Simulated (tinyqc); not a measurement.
Stress in a transistor channel from embedded alloy regions, liners and fins, by half-space elasticity: one step, computed by the program tinyqc. Command: `OMP_NUM_THREADS=1 python tinyqc.py 3028737 3028738 out.jsonl stressor walk`. One thread of a shared host (Intel(R) Xeon(R) Processor @ 2.30GHz), about 0.01 s of CPU time with the checks.

Plane strain in an isotropic half-space, the same constants everywhere; x along the channel from its centre, y downwards from the free surface; stress is positive in tension.

Problem. Stress at the centre of the channel. A line element dA of misfit at (a, c) in the half-space gives, with C = E e/(2 pi (1 - nu)), X = x - a, r1^2 = X^2 + (y - c)^2, r2^2 = X^2 + Y^2, Y = y + c: s_xx = -C dA {[X^2 - (y - c)^2]/r1^4 + 3 [X^2 - Y^2]/r2^4 + 4 y Y (Y^2 - 3 X^2)/r2^6}, s_yy = C dA {[X^2 - (y - c)^2]/r1^4 - [X^2 - Y^2]/r2^4 + 4 y Y (Y^2 - 3 X^2)/r2^6}. These are integrated over two rectangles, L/2 < |a| < L/2 + S, 0 < c < d (closed form in a, 200 Gauss-Legendre points in c).

Inputs (values chosen for the exercise, modelled on silicon): Young's modulus E = 166 GPa; Poisson ratio nu = 0.22; channel length L = 94 nm; length of each stressor S = 125 nm; recess depth d = 60 nm; depth of the field point y = 3.5 nm.

Stressor: Si(1-x)Ge(x) source and drain.

misfit e = 0.018855

stress of a blanket film = -4.012731 GPa

Give: s_xx; s_yy; s_xx over the blanket-film stress.

Solution.

s_xx = -2683 MPa

s_yy = -3.808 MPa

s_xx over the blanket-film stress = 0.6687

The channel is compressed along its length; s_yy is 0.0014 of s_xx in size and vanishes at the surface. Caution: at such misfit the regions may relax by dislocations, and linear elasticity is rough.
